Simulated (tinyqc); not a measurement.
# Ion-assisted plasma etching: sheath, surface coverage, synergy and aspect-ratio dependence, step by step

A worked calculation. Computed by tinyqc, a small Python program that keeps every step. Command: `OMP_NUM_THREADS=1 python tinyqc.py 3017424 3017425 out.jsonl etch walk`. One thread of a shared host (Intel(R) Xeon(R) Processor @ 2.30GHz), about 0.05 s of CPU time with the checks. Intermediate numbers are printed to about 6 digits and carried at full precision; extremes and crossings named in words are read from the listed rows.

Radicals adsorb on bare sites; ions remove covered sites with a high yield and bare sites by sputtering; a slow spontaneous reaction acts everywhere, walls included.

Inputs (values chosen for the exercise, close to those used for silicon dioxide in a fluorocarbon plasma):

| quantity | value | unit |
|---|---|---|
| plasma density n_e | 2.2e+11 | 1/cm^3 |
| electron temperature T_e | 4.3 | eV |
| ion mass M_i | 50 | u |
| sheath voltage V | 270 | V |
| radical density n | 1.2e+13 | 1/cm^3 |
| radical mass M_n | 19 | u |
| gas temperature T_g | 350 | K |
| sticking coefficient s | 0.45 | - |
| radicals per removed unit x | 3 | - |
| yield slope b | 0.19 | eV^(-1/2) |
| threshold E_th | 22 | eV |
| sputter slope b_p | 0.015 | eV^(-1/2) |
| sputter threshold E_p | 26 | eV |
| spontaneous reaction probability k_c | 3e-05 | - |
| solid density N | 2.2e+22 | 1/cm^3 |
| ion temperature T_i | 0.57 | eV |
| aspect ratio A | 3 | - |

Feature: round hole.

Constants: e = 1.602176634e-19 C; u = 1.6605390666e-27 kg; k_B = 1.380649e-23 J/K; eps_0 = 8.8541878128e-12 F/m.

## Fluxes

Bohm speed u_B = sqrt(e T_e/M_i); ion flux G_i = 0.61 n_e u_B; radical flux G_n = n c/4 with c = sqrt(8 k_B T_g/(pi M_n)).

Bohm speed = 288058 cm/s

ion flux G_i = 3.86574e+16 1/(cm^2 s)

radical speed c = 62451.7 cm/s

radical flux G_n = 1.87355e+17 1/(cm^2 s)

flux ratio G_n/G_i = 4.84656

## Sheath and ion angles

Debye length lambda_D = sqrt(eps_0 T_e/(e n_s)) with n_s = 0.61 n_e, T_e in volts; Child-law sheath d = (sqrt2/3) lambda_D (2 V/T_e)^(3/4); ion energy E = V + T_e/2; angular spread = arctan(sqrt(T_i/E)).

Debye length = 42.0801 um

sheath thickness = 744.157 um

ion energy E = 272.15 eV

angular spread = 2.62031 degrees

## Yields

Yields: Y = b (sqrt(E) - sqrt(E_th)) on covered sites, Y_p = b_p (sqrt(E) - sqrt(E_p)) on bare ones (zero below threshold).

yield Y = 2.24325

sputter yield Y_p = 0.170969

## Open-field etch rate

Steady coverage: s G_n (1 - theta) = x Y G_i theta; removal flux = Y G_i theta + Y_p G_i (1 - theta) + k_c G_n; rate = flux/N, 1 cm/s = 6e8 nm/min. Lateral rate = k_c G_n/N; anisotropy = 1 - lateral/vertical; synergy = vertical/(ions alone + radicals alone), with ions alone Y_p G_i/N and radicals alone the lateral rate.

coverage theta = 0.244757

vertical rate = 715.145 nm/min

lateral rate = 0.153291 nm/min

anisotropy = 0.999786

synergy = 3.96411

Ions and radicals both limit the rate.

## Rate at the floor of the feature

Transmission of a round hole: K = 1/(1 + 3A/4), walls that scatter diffusely without loss. With a loss probability S = s (1 - theta) at the floor, G_b/G_n = K/(K + S - K S); theta follows G_b, and the two are solved together. Ions are taken to reach the floor unshadowed; G_b replaces G_n in every term of the rate; A is depth over diameter.

transmission K = 0.307692

G_b/G_n = 0.536933

coverage at the floor = 0.148217

rate at the floor = 504.155 nm/min

floor rate over open-field rate = 0.704969

The lag is 30 %.

## Etch lag against aspect ratio

The formulas are those given above.

Floor of the feature:

| A | K | G_b/G_n | theta | rate (nm/min) | relative rate |
|---|---|---|---|---|---|
| 0.5 | 0.727273 | 0.884040 | 0.222695 | 666.928 | 0.932577 |
| 1.0 | 0.571429 | 0.788124 | 0.203449 | 624.865 | 0.873759 |
| 2.0 | 0.400000 | 0.641510 | 0.172116 | 556.386 | 0.778004 |
| 5.0 | 0.210526 | 0.401059 | 0.115024 | 431.615 | 0.603535 |
| 10.0 | 0.117647 | 0.242166 | 0.072769 | 339.274 | 0.474412 |
| 20.0 | 0.062500 | 0.133881 | 0.041584 | 271.123 | 0.379116 |
| 50.0 | 0.025974 | 0.056917 | 0.018111 | 219.830 | 0.307392 |
| 100.0 | 0.013158 | 0.029040 | 0.009323 | 200.626 | 0.280538 |

K falls by a factor 55.3 over the rows and the rate by 3.32. Among these rows the rate stays within 10 % of the open-field value up to A = 0.5, with an open-field coverage below one half; sputtering, which needs no radicals, carries much of the rate in the last rows. Caution: rows with A above about 1/(2 tan(ion spread)) or 1/sqrt(k_c), often 10 to 30, are formal: ion shadowing, radical loss on the walls, redeposition of sputtered material and, in fluorocarbon plasmas, polymer growth are left out and add to the lag.

## Yield per ion against the flux ratio

The ion flux is fixed and the radical flux set by the ratio; the removal per ion is the removal flux over G_i.

Open field:

| G_n/G_i | theta | rate (nm/min) | removal per ion |
|---|---|---|---|
| 0.3 | 0.019666 | 223.23 | 0.21173 |
| 1 | 0.062676 | 317.22 | 0.30088 |
| 3 | 0.167085 | 545.39 | 0.51730 |
| 10 | 0.400722 | 1056.06 | 1.00168 |
| 30 | 0.667334 | 1639.18 | 1.55477 |
| 100 | 0.869906 | 2083.97 | 1.97665 |
| 300 | 0.952517 | 2270.78 | 2.15385 |
| 1000 | 0.985265 | 2364.47 | 2.24271 |
| 3000 | 0.995040 | 2449.08 | 2.32297 |

Coverage reaches one half at G_n/G_i = x Y/s = 15.0. Below that the ion-assisted part follows the radical flux, on top of the sputter floor Y_p = 0.171; above it the ion-assisted part saturates at Y = 2.24 per ion.

Checks made by the program: series form 1/R = 1/(Y G_i) + x/(s G_n) of the ion-assisted part (relative difference below 1e-10).
